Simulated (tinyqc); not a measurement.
## Film and buried-oxide thickness from two coupling ratios

Question. In a depleted film -dVT/dVb is k1 = Cs Cbox/(Cox (Cs + Cbox)) for a front channel and k2 = Cbox (Cox + Cs)/(Cox Cs) for a back channel, with Cox = eps0 eox/tox, Cs = eps0 eps_r/ts, Cbox = 3.9 eps0/tb. Find ts and tb.

Values chosen for this exercise; band and dielectric values close to those of silicon:

| symbol | value | unit | meaning |
|---|---|---|---|
| eps_r | 11.7 |  | relative permittivity |
| eox | 21.4 |  | relative permittivity of the gate insulator (close to hafnium oxide) |
| tox | 2.7 | nm | insulator thickness |

coupling ratios for a front and a back channel: 0.0069173769  0.038049122

Answer. With y = Cox/Cs and z = Cox/Cbox, 1/k1 = y + z and k2 = (1 + y)/z, so y = (k2/k1 - 1)/(1 + k2); the thicknesses follow from y and z.

ts = 6.40 nm
tb = 69.0 nm

Numbers from tinyqc (`OMP_NUM_THREADS=1 python tinyqc.py 2190074 2190075 out.jsonl`; about 0.4 s on one thread of a shared Intel Xeon 2.30GHz).
